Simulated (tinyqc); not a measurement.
Capacitance shares from swing and barrier lowering.

Question. Below threshold the charge is negligible, so the band edge moves as -(aG Vg + aD Vd), aG = CG/CS, aD = CD/CS (CG, CD the capacitances of the barrier top to gate and drain, CS the total), and I goes as exp((aG Vg + aD Vd)/Vt) once Vd is well above Vt. Find aG, aD, CS and CD.

Parameters, values chosen for the exercise:
```
symbol  value  unit      meaning
T         300     K  temperature
```

Constants: q = 1.602176634e-19 C, kB = 1.380649e-23 J/K, Vt = kB T/q. Results are converted to the units shown.

swing = 65.413659 mV/decade
DIBL = 30.769231 mV/V
CG = 7.2443355 uF/cm^2

Solution. The swing is Vt ln 10/aG and the DIBL, -dVg/dVd at fixed current, is aD/aG.

aG = 0.9100
aD = 0.02800
CS = 7.961 uF/cm^2
CD = 0.2229 uF/cm^2

Computed by the program tinyqc: `OMP_NUM_THREADS=1 python tinyqc.py 2400047 2400048 out.jsonl`, one thread of a shared Intel Xeon 2.30GHz, about 0.03 s for the whole run.
